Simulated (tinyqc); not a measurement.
The solidus: solid solubility of a dopant against its melt (retrograde solidus), clustering and the electrically active fraction. Computed by tinyqc, a small Python program. Command: `OMP_NUM_THREADS=1 python tinyqc.py 3027868 3027869 out.jsonl retro walk`. One thread of a shared host (Intel(R) Xeon(R) Processor @ 2.30GHz), about 0.01 s of CPU time with the checks.

Inputs (values chosen for the exercise, of the order of those of gallium in silicon for the solubility): melting point of the host T_m = 1687 K; heat of melting of the host H_f = 50.2 kJ/mol; interaction L of the melt = 2.9 kJ/mol; enthalpy of transfer from melt to solid H = 0.636 eV; entropy of transfer S = -0.48 k_B; site density N0 = 5e+22 1/cm^3.

Constants: R = 8.314462618 J/(mol K); k_B = 8.617333262e-05 eV/K; e = 1.602176634e-19 C; N_A = 6.02214076e+23 1/mol.

Method. x_l and x_s are atom fractions of the dopant in melt and solid; the solid is dilute. Liquidus of the host: R T ln(1 - x_l) + L x_l^2 = -H_f (1 - T/T_m). Distribution: k = x_s/x_l = exp[L (1 - x_l)^2/(R T)] exp(S/k_B - H/(k_B T)), the first factor being the activity coefficient in the melt. Solubility = x_s N0; at T_m x_l = 0. The largest x_s N0 between 900 K and T_m. For an ideal melt with constant heats the maximum has x_l = H_f/(H + H_f), H in the same units.

largest solubility = 9.62458e+19 1/cm^3

temperature of the maximum = 1458.83 K

Against temperature:
```
T (K)      x_l          k  solubility (1/cm^3)  over the maximum
1000   0.93702  0.0003862           1.8095e+19           0.18801
1100   0.88443  0.0007577           3.3505e+19           0.34811
1200   0.80629  0.0013341           5.3784e+19           0.55882
1300   0.69760  0.0021706           7.5710e+19           0.78663
1400   0.55538  0.0033376           9.2680e+19           0.96295
1500   0.38119  0.0049356           9.4071e+19           0.97741
1580   0.22387  0.0066164           7.4060e+19           0.76949
1640   0.09938  0.0081660           4.0575e+19           0.42158
1675   0.02545  0.0092006           1.1706e+19           0.12162
```

What does the comparison show, and why?

Between the first rows the Arrhenius energy of the solubility is 0.58 eV, against H = 0.636 eV; it shrinks to zero at 1459 K and turns negative beyond. A crystal saturated at the maximum precipitates dopant-rich liquid on cooling and on heating alike. Below a eutectic or compound temperature another phase would set the limit.

Extremes, crossings and ranges named in words are read from the listed rows.
